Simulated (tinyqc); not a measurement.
Oxide trap near a transistor channel: two-state multiphonon kinetics, telegraph noise and bias instability: one step, computed by the program tinyqc.

An n-channel device under positive gate bias. The trap is empty (state 1) or holds an electron (state 2); both states are parabolas of equal curvature, and the electron reservoir is taken at the Fermi level of the channel.

Problem. Step height and noise. Charge-sheet step dV = e (t_ox - x)/(eps_ox eps_0 W L); Lorentzian spectrum S(f) = 4 dV^2 tau_0^2/((tau_c + tau_e)(1 + (2 pi f tau_0)^2)); corner 1/(2 pi tau_0); variance dV^2 f_2 (1 - f_2) = dV^2 tau_0/(tau_c + tau_e).

Inputs (values chosen for the exercise, with an insulator like SiO2 on silicon):
```
quantity                         value  unit
insulator constant eps_ox         4.05     -
insulator thickness t_ox           2.7    nm
trap depth x from the interface   0.71    nm
temperature T                      200     K
channel width W                    400    nm
channel length L                   210    nm
frequency f                       3000    Hz
```

Parts treated: one trap.

tau_0 = 1.873639e+08 s

capture time tau_c = 3.092485e+10 s

emission time tau_e = 1.885060e+08 s

Constants: e = 1.602176634e-19 C; eps_0 = 8.8541878128e-12 F/m.

Give: threshold step dV; corner frequency; S(f); root-mean-square noise.

Solution.

threshold step dV = 0.1058 mV

corner frequency = 8.494e-10 Hz

S(f) = 4.054e-27 V^2/Hz

root-mean-square noise = 0.008214 mV

f lies above the corner, on the 1/f^2 tail. Random dopants and current percolation, left out here, spread real steps around this value. Caution: at this temperature nuclear tunnelling through such barriers shortens the times below these classical values.
